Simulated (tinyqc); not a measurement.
Coherent transport through a tight-binding region between two chains, step by step. Computed by tinyqc, a small Python program that keeps every step. Settings: temperature = 300, mu = 0.12. Command: `OMP_NUM_THREADS=1 python tinyqc.py 24240 24241 out.jsonl` (the two numbers bound the seeds that draw the settings). One thread of a shared host (Intel(R) Xeon(R) Processor @ 2.60GHz), about 0.07 s of CPU time with the checks.

## Transmission at E = -0.25 eV

H of the central region (eV):
```
         1        2        3        4
1   0.0000  -2.2100   0.0000   0.0000
2  -2.2100   0.5600  -2.0000   0.0000
3   0.0000  -2.0000   0.5600  -1.6600
4   0.0000   0.0000  -1.6600   0.0000
```

Leads: semi-infinite chains with site energy 0:

| parameter | value |
|---|---|
| lead hopping t (eV) | 1.570000 |
| coupling to the left lead (eV) | 0.960000 |
| coupling to the right lead (eV) | 1.110000 |
| left contact site | 1 |
| right contact site | 4 |

E = -0.2500 eV

Surface Green function g = (E - i sqrt(4 t^2 - E^2)) / (2 t^2); self-energy tc^2 g on each contact site; G = (E - H - Sigma)^(-1); Gamma = -2 Im Sigma; T = Gamma_L Gamma_R |G_LR|^2; local density of states -Im G_ii / pi.

g = -0.0507-0.6349i 1/eV

G (1/eV):
```
                 1               2                3                4
1   0.1173-0.2369i  0.4006-0.0529i   0.0326+0.2404i  -0.4667+0.1810i
2   0.4006-0.0529i  0.0228-0.1109i   0.0666+0.0135i   0.0050+0.1402i
3   0.0326+0.2404i  0.0666+0.0135i  -0.0090-0.2602i   0.5177-0.1432i
4  -0.4667+0.1810i  0.0050+0.1402i   0.5177-0.1432i   0.2466-0.2388i
```

local density of states (1/eV): 0.0754  0.0353  0.0828  0.0760

transmission = 0.4588

## Transmission across the band

The same steps on a grid of energies.

T(E):

| E (eV) | T |
|---|---|
| -2.983000 | 0.6439 |
| -2.684700 | 0.2613 |
| -2.386400 | 0.2491 |
| -2.088100 | 0.3153 |
| -1.789800 | 0.4635 |
| -1.491500 | 0.6956 |
| -1.193200 | 0.8549 |
| -0.894900 | 0.7646 |
| -0.596600 | 0.5912 |
| -0.298300 | 0.4719 |
| 0.000000 | 0.4150 |
| 0.298300 | 0.4091 |
| 0.596600 | 0.4551 |
| 0.894900 | 0.5719 |
| 1.193200 | 0.7783 |
| 1.491500 | 0.9173 |
| 1.789800 | 0.6536 |
| 2.088100 | 0.3268 |
| 2.386400 | 0.1573 |
| 2.684700 | 0.0758 |
| 2.983000 | 0.0260 |

levels of the isolated region (eV): -2.8266  -0.9987  1.3124  3.6328

## Current

I = (2e/h) int T(E) [f(E - mu - V/2) - f(E - mu + V/2)] dE at 300 K with mu = 0.12 eV, the bias not changing H; 2e^2/h = 77.48092 microsiemens; the integral runs over the band on 4001 points.

Current:

| V (volt) | I (microampere) |
|---|---|
| 0.0100 | 0.3157 |
| 0.0500 | 1.5785 |
| 0.1000 | 3.1583 |
| 0.2000 | 6.3270 |
| 0.4000 | 12.7389 |
| 0.8000 | 26.1750 |
